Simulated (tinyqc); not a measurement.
Plane-wave Kohn-Sham cycle with exchange-only LDA in a layered model solid, step by step. Computed by tinyqc, a small Python program that keeps every step. Settings: points = 16, plane-wave index or count = 2, electrons = 4, k points = 2, area = 37.0, mixing = 1.0, iteration cap = 56. Command: `OMP_NUM_THREADS=1 python tinyqc.py 27434 27435 out.jsonl` (the two numbers bound the seeds that draw the settings). One thread of a shared host (Intel(R) Xeon(R) Processor @ 2.60GHz), about 0.02 s of CPU time with the checks.

A solid whose potential varies along x alone (atomic units):

| parameter | value |
|---|---|
| period a | 17.800000 |
| cross-section of the cell | 37.000000 |
| electrons per cell | 4 |
| grid points | 16 |
| plane waves -n..n, n | 2 |
| k points | 2 |
| V1 in V1 cos(2 pi x/a) | -0.310000 |

Stop when sqrt(dV sum R^2) is below 1e-8, dV = a A/N.

Course of the cycle:

| iteration | E (hartree) | norm of the residual |
|---|---|---|
| 1 | -1.01355152 | 1.41e-01 |
| 2 | -1.85449580 | 2.79e-01 |
| 3 | -3.44580465 | 2.91e-01 |
| 4 | -2.14745566 | 2.93e-01 |
| 5 | -3.51296971 | 2.93e-01 |
| 6 | -2.14863817 | 2.93e-01 |
| 7 | -3.51309509 | 2.93e-01 |
| 8 | -2.14864103 | 2.93e-01 |
| 9 | -3.51309539 | 2.93e-01 |
| 10 | -2.14864103 | 2.93e-01 |
| 11 | -3.51309540 | 2.93e-01 |
| ... | ... | ... |
| 46 | -2.14864103 | 2.93e-01 |
| 47 | -3.51309540 | 2.93e-01 |
| 48 | -2.14864103 | 2.93e-01 |
| 49 | -3.51309540 | 2.93e-01 |
| 50 | -2.14864103 | 2.93e-01 |
| 51 | -3.51309540 | 2.93e-01 |
| 52 | -2.14864103 | 2.93e-01 |
| 53 | -3.51309540 | 2.93e-01 |
| 54 | -2.14864103 | 2.93e-01 |
| 55 | -3.51309540 | 2.93e-01 |
| 56 | -2.14864103 | 2.93e-01 |

Can the last value be used, and what does the course show?

Not by the stop rule. Not converged within 56 iterations: the residual has stopped falling: the iteration swings between two states. Reruns (cap 100 unless said): mixing 0.1: not converged; mixing 0.5, Kerker q0 1.0: converged in 59 (E = -0.60532); mixing 0.3, Pulay depth 5: converged in 13 (E = -0.60532); the original settings with a cap of 400: not converged.
